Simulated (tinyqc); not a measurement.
# Worked calculation: bias-temperature instability, empirical power law with universal recovery

Numbers from tinyqc (`OMP_NUM_THREADS=1 python tinyqc.py 2070022 2070023 out.jsonl`; about 0.01 s on one thread of a shared Intel Xeon 2.30GHz). Printed values are rounded.

Threshold-voltage shift at the end of a stress: dV = A (V/V0)^g exp[-(Ea q/kB)(1/T - 1/T0)] (t/1 s)^n. After a delay tr the permanent share pp stays and the rest falls by r = 1/(1 + B (tr/t)^be). An empirical model: its parameters are fits, not properties.

Values chosen for this exercise: reference stress voltage V0 = 1.8 V; reference temperature T0 = 373 K; shift after 1 s at V0 and T0 A = 4.7 mV; time exponent n = 0.14; voltage exponent g = 5.6; apparent activation energy of the shift Ea = 0.12 eV; permanent share pp = 0.2; recovery scale B = 4.4; recovery dispersion be = 0.17; use voltage V = 0.72 V; use temperature T = 358 K; failure criterion dc = 30 mV; delay before the measurement tr = 0.001 s.

Constants: q = 1.602176634e-19 C, kB = 1.380649e-23 J/K. Results are converted to the units shown.

## Shift and lifetime at use conditions

The lifetime solves dV = dc; ten years are 3.15576e8 s.

voltage factor = 0.00590930
temperature factor = 0.855195
shift after ten years = 0.367768 mV
lifetime = 4.507e14 years
largest voltage for ten years = 1.58008 V

The device passes: the shift at ten years is below dc. A lifetime beyond 100 years is a far extrapolation of the power law. In time the voltage exponent is g/n = 40.0 and the activation energy Ea/n = 0.857 eV.

## What a delayed measurement sees

t, point 0 to 2 (s): [1, 10, 100]

At V0 and T0, measured shift = dV [pp + (1 - pp) r]; the apparent exponent is the slope of ln(shift) against ln t between the first and last point.

```
point,dV (mV),share left,measured (mV)
0,4.7,0.539022,2.53340
1,6.48781,0.616821,4.00181
2,8.95567,0.693365,6.20955
```

apparent n = 0.194678

The delay hides 30.7 % of the last shift and raises the exponent from 0.14 to 0.195, since short stresses recover by a larger share.
